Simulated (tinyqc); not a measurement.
# Energy and delay of logic against supply voltage: two studies

One expression serves below and above threshold: I(Vg) = Ik [ln(1 + exp((Vg - VT + dd V)/(al nf Vt)))]^al, with I_on = I(V) and I_off = I(0). Gate delay td = kd C V/I_on, clock period LD td. Per gate and cycle the switching energy is act C V^2 and the leakage energy I_off V LD td. No short-circuit current, no variation. Minima are sought above 0.09 V; below a few Vt gates no longer switch and the model has no meaning.

Inputs (values chosen for the exercise); values of the order met in logic technologies:
- T = 330 K (temperature)
- VT = 0.36 V (threshold voltage at zero drain bias)
- nf = 1.24 (slope factor)
- dd = 0.04 (barrier lowering per volt of supply)
- Ik = 2.1 uA (specific current of a gate)
- al = 1.34 (exponent of the current law)
- C = 2.3 fF (load capacitance of a gate)
- kd = 0.6 (delay factor)
- LD = 60 (logic depth)
- act = 0.3 (activity factor)

Constants: q = 1.602176634e-19 C, kB = 1.380649e-23 J/K, Vt = kB T/q. Results are converted to the units shown.

Each table varies one quantity; the others keep the values above.

## Energy and delay against supply voltage

EDP = energy times td.

Results:
```
V (V)  I_on (uA)  I_off (nA)  td (ps)  switching (aJ)  leakage (aJ)  energy (aJ)  EDP (fJ ps)
0.15    0.006395     0.09165  3.237e4           15.53         26.70        42.22         1367
0.27      0.1978      0.1050     1884           50.30         3.205        53.51        100.8
0.5        10.91      0.1363    63.26           172.5        0.2587        172.8        10.93
0.62       23.32      0.1562    36.68           265.2        0.2131        265.4        9.737
0.73       36.65      0.1769    27.48           367.7        0.2130        367.9        10.11
0.85       52.77      0.2027    22.23           498.5        0.2298        498.8        11.09
0.97       70.26      0.2322    19.05           649.2        0.2575        649.5        12.37
1.08       87.35      0.2631    17.06           804.8        0.2909        805.1        13.74
1.2        107.0      0.3014    15.48           993.6        0.3359        993.9        15.38
```

Estimate the missing row, V = 0.38 V.

Computed row:
```
V (V)  I_on (uA)  I_off (nA)  td (ps)  switching (aJ)  leakage (aJ)  energy (aJ)  EDP (fJ ps)
0.38       2.484      0.1190    211.1           99.64        0.5726        100.2        21.16
```

With this row back in the table: td falls from 32400 to 15.5 ps; the energy rises from 42.2 to 994 aJ and the EDP goes from 1370 through a minimum of 9.74 (at V = 0.62 V among the rows listed) to 15.4 fJ ps. The exact minima lie at V = 0.186 V for the energy and 0.625 V for the EDP. Going from 1.2 V to the energy minimum saves a factor of 25.6 in energy and costs a factor of 906 in delay. Below the minimum the leakage energy rises faster than the switching energy falls, because the clock period grows so steeply.

## Optimum supplies against the slope factor

Same model as above.

V_min minimises the energy and V_EDP the product of energy and td.

Optimum supplies against the slope factor:
```
nf   V_min (V)  energy at V_min (aJ)  leakage share (%)  clock at V_min (MHz)  V_EDP (V)  clock at V_EDP (GHz)
1       0.1502                 25.09              37.96                0.1300     0.6253                0.6164
1.1     0.1652                 30.41              38.10                0.3714     0.6251                0.5422
1.2     0.1801                 36.29              38.35                0.8792     0.6248                0.4821
1.3     0.1949                 42.80              38.75                 1.797     0.6244                0.4326
1.4     0.2096                 49.98              39.33                 3.267     0.6240                0.3915
```

As nf goes from 1 to 1.4, V_min rises from 0.150 to 0.210 V, the energy there rises from 25.1 to 50.0 aJ, the clock there rises from 0.130 to 3.27 MHz and V_EDP stays near 0.625 V.

tinyqc, about 0.01 s, one thread, Intel Xeon 2.30GHz (shared host): `OMP_NUM_THREADS=1 python tinyqc.py 2082018 2082019 out.jsonl`
